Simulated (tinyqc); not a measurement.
Convergence with the mesh: Koster-Slater impurity in an sp3s* host.

sp3s* tight binding, nearest neighbours only: anion (a) at 0, cation (c) at a/4 (1,1,1), orbitals s, px, py, pz, s* on each; k in units of 2 pi/a. With phases e_j = exp(i (pi/2) k.n_j) for n = (1,1,1), (1,-1,-1), (-1,1,-1), (-1,-1,1): g0 = (e1+e2+e3+e4)/4, g1 = (e1+e2-e3-e4)/4, g2 = (e1-e2+e3-e4)/4, g3 = (e1-e2-e3+e4)/4. The diagonal holds the levels Esa, Epa, Exa (s*) and Esc, Epc, Exc. Anion-cation block: <sa|sc> = Vss g0; <sa|xc> = Vsapc g1; <xa|sc> = -Vscpa g1; <xa|xc> = Vxx g0; <xa|yc> = <ya|xc> = Vxy g3, <xa|zc> = <za|xc> = Vxy g2, <ya|zc> = <za|yc> = Vxy g1; <s*a|xc> = Vxapc g1; <xa|s*c> = -Vpaxc g1; y and z take g2 and g3 in place of g1; s-s* and s*-s* vanish.

A defect on a cation site (c) shifts the s level there by Vs or the three p levels by Vp and leaves the rest. A level in the gap solves 1/Vs = G_s(E) (symmetry A1) or 1/Vp = G_p(E) (T2, threefold), with G(E) = (1/N^3) sum over k and bands of w/(E - e), where w is the weight of the state on the s orbital of that site, or the mean weight on its px, py, pz. Mesh: k = f1 (-1,1,1) + f2 (1,-1,1) + f3 (1,1,-1), f = (j + 1/2)/N, j = 0 to N - 1. Energies from the top of the valence band at Gamma; the s* orbital of the site is left as it is. An infinite shift removes the s or p orbitals, the model of the ideal vacancy: G(E) = 0.

Parameters, chosen for this exercise (out of a larger set: near a published set for diamond; not measured data): p = (-4.57, 3.867, -4.57, 3.867, 11.407, 11.407, -22.656, 3.798, 11.642, 15.33, 15.33, 8.159, 8.159) eV (order Esa, Epa, Esc, Epc, Exa, Exc, Vss, Vxx, Vxy, Vsapc, Vscpa, Vxapc, Vpaxc); V = -19.8 eV (shift of the s level).

Eg (smallest gap of the host) = 5.34049 eV

The same level (G_s = 1/V) on meshes of growing size; a dash: no level from 0 to Eg.

Mesh:

| N | points | G_s(Eg/2) (1/eV) | level (eV) |
|---|---|---|---|
| 2 | 8 | -0.02440 | 4.3941 |
| 3 | 27 | -0.02364 | 4.4587 |
| 4 | 64 | -0.02362 | 4.4505 |
| 6 | 216 | -0.02361 | 4.4503 |
| 8 | 512 | -0.02361 | 4.4503 |

What does the comparison show, and why?

Against N = 8, G at mid-gap is off by -0.00079 at N = 2 and 0.00000 1/eV at N = 6; the level moves by 0.0 meV from N = 6 to 8. Errors in G are magnified in the level by 1/|dG/dE|, and a level near a band edge needs the finest mesh, since the sum there is ruled by few points.

Run: tinyqc, `OMP_NUM_THREADS=1 python tinyqc.py 1481648 1481649 out.jsonl`; Intel(R) Xeon(R) Processor @ 2.30GHz, one thread, shared host; about 0.05 s of CPU time with all checks.
